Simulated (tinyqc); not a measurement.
What each parameter does: parabolic quantum dot in a magnetic field (Fock-Darwin).

Two dimensions, V = m w0^2 r^2/2, one valley. hbar wc = 2 muB B/m, W = sqrt(w0^2 + wc^2/4), E(n, l, s) = (2n + |l| + 1) hbar W - l hbar wc/2 + s gs muB B, n = 0, 1, ..., l = 0, +/-1, ..., s = +/-1/2; length lam = sqrt(2c/(m hbar W)), c = hbar^2/2m0.

Exact treatment: the centre of mass separates with energy W, and the relative motion obeys [-(2c/m) Laplacian + (2c/m) r^2/(2 lam^2)^2 + q/(eps r)] psi = e_l psi for angular number l, solved in 14 Gaussians r^l exp(-a r^2), a = 1.7^i/(4 lam^2), i = -3 to 10. E(S) = W + e_0, E(T) = W + e_1 - wc/2 - Ez.

Constants: muB = 5.788381798e-05 eV/T; hbar^2/2m0 = 3.80998211 eV angstrom^2; e^2/(4 pi eps0) = 14.39964547 eV angstrom.

Inputs chosen for the exercise (near those of a gate-defined dot in InAs; the results hold for these values, not for the real material):
```
symbol  value  unit  meaning
m       0.03   m0    mass
gs      -8.54        g factor
w0      5      meV   confinement energy hbar w0
B       2.01   T     magnetic field
eps     15.3         dielectric constant
```

The two modes W +/- wc/2, lam and the exact E(T) - E(S), with q = e^2/(4 pi eps0) and Ez = |gs| muB B.

One parameter was then changed.

Results before and after:
```
case     upper mode (meV)  lower mode (meV)  lam (angstrom)  E(T) - E(S) (meV)
base               10.206             2.450           200.4              -0.64
changed             9.450             1.693           213.5              -1.23
```

Which of these changes was made? (a) m = 0.0345 m0; (b) w0 = 4 meV; (c) gs = -12.81; (d) B = 1.21 T; (e) eps = 13.

Answer: (b) w0 = 4 meV. Of the candidates, run in turn, only this one gives the changed row.

All candidates:
```
case           upper mode (meV)  lower mode (meV)  lam (angstrom)  E(T) - E(S) (meV)
base                     10.206             2.450           200.4              -0.64
B = 1.21 T                7.853             3.184           214.5               0.67
w0 = 4 meV                9.450             1.693           213.5              -1.23
m = 0.0345 m0             9.403             2.659           191.4              -0.47
gs = -12.81              10.206             2.450           200.4              -1.14
eps = 13                 10.206             2.450           200.4              -0.89
```

Run: tinyqc, `OMP_NUM_THREADS=1 python tinyqc.py 1281815 1281816 out.jsonl`; Intel(R) Xeon(R) Processor @ 2.30GHz, one thread, shared host; about 0.07 s of CPU time with all checks.
